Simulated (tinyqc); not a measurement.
# Changing the temperature T

Model: Deal-Grove kinetics of thermal oxidation of silicon. Computed by tinyqc, a small Python program. Command: `OMP_NUM_THREADS=1 python tinyqc.py 3029994 3029995 out.jsonl oxide sweep`. One thread of a shared host (Intel(R) Xeon(R) Processor @ 2.30GHz), about 0.3 s of CPU time with the checks.

Oxidant diffuses through the oxide and reacts at the interface, so that dx/dt = B/(A + 2x) for the oxide thickness x.

Inputs (values chosen for the exercise, close to those used for silicon): prefactor B0 = 678 um^2/h; activation energy E_B = 1.23 eV; prefactor (B/A)0 = 5.69e+06 um/h; activation energy E_A = 2 eV; oxidant pressure p = 1 atm; pressure exponent m of B/A = 0.76; initial oxide x_i = 0.05 um; time t = 0.44 h.

Ambient: dry oxygen. Surface: (111).

Constants: k_B = 8.617333262e-05 eV/K.

Method:
- B = B0 p exp(-E_B/(k_B T)), B/A = (B/A)0 p^m exp(-E_A/(k_B T)), p in atm; A = B/(B/A).
- Temperatures in kelvin are T(C) + 273.15.
- tau = (x_i^2 + A x_i)/B and x = (A/2) [sqrt(1 + 4 B (t + tau)/A^2) - 1], the root of x^2 + A x = B (t + tau).
- Silicon consumed is 0.44 times the oxide grown; the rate is B/(A + 2x).

One run for each value:
```
temperature T (C)  oxide thickness x (um)  length A (um)  linear constant B/A (um/h)  parabolic constant B (um^2/h)
800                               0.05084        0.49230                  2.3047e-03                       0.001135
900                               0.05448        0.24210                  1.4563e-02                       0.003526
950                               0.05891        0.17732                  3.2693e-02                       0.005797
1000                              0.06618        0.13310                  6.8880e-02                       0.009168
1050                              0.07691        0.10209                  1.3717e-01                       0.014004
1100                              0.09128        0.07984                  2.5981e-01                       0.020742
1150                              0.10907        0.06352                  4.7048e-01                       0.029885
1200                              0.12992        0.05133                  8.1834e-01                       0.042004
```

Give the missing row, temperature T (C) = 850.

Computed row:
```
temperature T (C)  oxide thickness x (um)  length A (um)  linear constant B/A (um/h)  parabolic constant B (um^2/h)
850                               0.05204        0.33982                  6.0360e-03                       0.002051
```

Interpolating between the two neighbouring rows (linearly) misses most in linear constant B/A (um/h), by 40 %. Over the rows, oxide thickness x (um) rises from 0.0508 to 0.130; length A (um) falls from 0.492 to 0.0513. A falls with T because E_A exceeds E_B, so hot oxidation turns parabolic sooner. The apparent activation energy of x, -d ln x / d(1/(k_B T)), is 0.05 eV between the first rows and 0.63 eV between the last; a film much thicker than x_i would show E_A = 2 eV in the linear limit and E_B/2 = 0.615 eV in the parabolic one.
